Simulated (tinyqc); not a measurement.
From results back to parameters: shallow acceptor in the spherical four-band model. Four cases, with inputs chosen for the exercise.

Problem. The binding energy of the ground state was computed from a hidden mu.

The ground state 1S3/2 has an L = 0 part f(r) and an L = 2 part g(r). In units of Ry* and a*, with Gaussians f_i = exp(-a_i r^2), g_i = r^2 exp(-a_i r^2), A = a_i + a_j and I(n) = Gamma((n + 1)/2)/(2 A^((n + 1)/2)): S_ff = I(2), S_gg = I(6), H_ff = (6 a_i a_j/A) I(2) - 2 I(1), H_gg = (14 a_i a_j/A) I(6) - 2 I(5), H_fg = -mu [15 I(2) - 20 a_j I(4) + 4 a_j^2 I(6)]; each function is then normalised. The split-off band is left out.

Converged values use 22 exponents 2.2^i, i = -7 to 14, for f and for g.

Find: binding in Ry*; mu; heavy/light mass ratio (1 + mu)/(1 - mu).

Method. The binding in Ry* rises steadily with mu, so bisection finds one value.

Case 1.

Ry* = 4.543 meV
binding energy = 12.797 meV

Solution.

binding in Ry* = 2.817
mu = 0.820
heavy/light mass ratio (1 + mu)/(1 - mu) = 10.1

Case 2.

Ry* = 10.742 meV
binding energy = 22.950 meV

Solution.

binding in Ry* = 2.137
mu = 0.749
heavy/light mass ratio (1 + mu)/(1 - mu) = 7.0

Case 3.

Ry* = 11.697 meV
binding energy = 24.091 meV

Solution.

binding in Ry* = 2.060
mu = 0.737
heavy/light mass ratio (1 + mu)/(1 - mu) = 6.6

Case 4.

Ry* = 23.168 meV
binding energy = 29.022 meV

Solution.

binding in Ry* = 1.253
mu = 0.469
heavy/light mass ratio (1 + mu)/(1 - mu) = 2.8

Computed by tinyqc, one run a case: `OMP_NUM_THREADS=1 python tinyqc.py N N+1 out.jsonl` with N = 1282373, 1282406, 1282435, 1282457; one thread of a shared Intel(R) Xeon(R) Processor @ 2.30GHz, about 0.06 s a run at most.
